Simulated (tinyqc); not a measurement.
Inside a calculation. Model: vacuum evaporation: vapour pressure, source flux, thickness distribution, purity and step coverage. Computed by tinyqc, a small Python program that keeps every step. Command: `OMP_NUM_THREADS=1 python tinyqc.py 3111015 3111016 out.jsonl evap walk`. One thread of a shared host (Intel(R) Xeon(R) Processor @ 2.30GHz), about 0.01 s of CPU time with the checks. Intermediate numbers are printed to about 6 digits and carried at full precision; extremes and crossings named in words are read from the listed rows.

Molecular flow, unit sticking of the metal, no re-evaporation. The background gas is taken as water vapour (18.015 g/mol, collision diameter 0.37 nm) at 300 K.

Inputs (values chosen for the exercise, modelled on titanium, with constants for the liquid):
```
quantity                         value    unit
molar mass M                     47.87   g/mol
film density rho                  4.51  g/cm^3
vapour-pressure constant A        11.4       -
vapour-pressure constant B       22820       K
source temperature T              1950       K
source area                        2.5    cm^2
directionality n                     4       -
source-to-wafer distance h          20      cm
wafer radius R                      10      cm
source offset from the axis s/h   0.43       -
background pressure p            1e-08      Pa
sticking of background gas         0.4       -
aspect ratio of a trench           1.7       -
```

Constants: u = 1.6605390666e-27 kg; k_B = 1.380649e-23 J/K; R = 8.314462618 J/(mol K).

## Vapour pressure and flux

log10(p_v/Pa) = A - B/T; flux from the surface Phi = p_v/sqrt(2 pi m k_B T), m = M u. Mass loss = Phi x area x m; heat of evaporation = ln(10) R B; d ln Phi/dT = ln(10) B/T^2 - 1/(2 T).

vapour pressure p_v = 0.498237 Pa

flux Phi = 4.29666e+17 1/(cm^2 s)

mass loss = 0.307387 g/h

heat of evaporation = 436.883 kJ/mol

change of flux per kelvin = 1.35621 %/K

Holding the rate to 1 % needs the temperature to about 0.74 K.

## Rate and uniformity on a fixed wafer above the source

A small source emits (n + 1) Phi area cos^n(phi)/(2 pi) per solid angle; on a parallel plane at height h and lateral distance l the arrival rate is (n + 1) Phi area/(2 pi h^2) x (1 + (l/h)^2)^(-(n + 3)/2). Growth rate = arrival rate x m/rho, m = M u. The wafer is fixed and centred above the source.

arrival rate at the centre = 2.13698e+15 1/(cm^2 s)

growth rate at the centre = 0.376649 nm/s

edge over centre = 0.457947

non-uniformity (max - min)/(max + min) = 37.1792 %

share of the material that lands on the wafer, 1 - (1 + (R/h)^2)^(-(n + 1)/2) = 42.7567 %

## Offset source and rotation

Rotating wafer, source offset by s and facing upwards: thickness at radius r is the mean over the angle a of (1 + (r^2 + s^2 - 2 r s cos a)/h^2)^(-(n + 3)/2), by 360 equal steps; non-uniformity (max - min)/(max + min) over 21 radii from 0 to R.

centre thickness relative to an axial source = 0.552222

edge over centre, rotating = 0.735636

non-uniformity, rotating = 15.2316 %

## Choosing the offset

The curvature at the centre vanishes at s/h = sqrt(2/(n + 3)).

Against the offset:
```
s/h  centre thickness  edge over centre  non-uniformity (%)
0.0           1.00000           0.45795             37.1792
0.2           0.87173           0.51752             31.7940
0.4           0.59484           0.69856             17.7470
0.5           0.45795           0.83040              9.2659
0.6           0.34089           0.98029              2.1315
0.7           0.24766           1.13621              6.3763
0.8           0.17703           1.28477             12.4637
0.9           0.12535           1.41445             17.1653
1.1           0.06232           1.59272             22.8611
```

The best row, s/h = 0.6, has 2.1 % against 37 % on the axis, at the price of a rate lower by a factor 2.93; the small-wafer optimum is sqrt(2/(n + 3)) = 0.53.

## Scattering and purity

Mean free path lambda = k_B T_g/(sqrt2 pi d^2 p); unscattered share exp(-h/lambda); gas arrival p/sqrt(2 pi m_g k_B T_g); impurity ratio = sticking x gas arrival/metal arrival; monolayer time = 1e15 cm^-2/(sticking x gas arrival).

mean free path = 680983 m

unscattered share = 1.000000

gas arrival rate = 3.58398e+10 1/(cm^2 s)

impurity ratio = 6.70850e-06

monolayer time = 69754.8 s

## A trench at the wafer edge

Fixed wafer, axial point source, trench running tangentially at r = R: the beam arrives at tan(a) = R/h. Shadowed share of the floor = aspect ratio x tan(a) (at most 1); the wall facing the source grows at tan(a) times the field rate, the other wall not at all.

angle a = 26.5651 degrees

shadowed share of the floor = 0.85

wall over field thickness = 0.5

Checks made by the program: share on the wafer by quadrature (relative difference 2e-08).
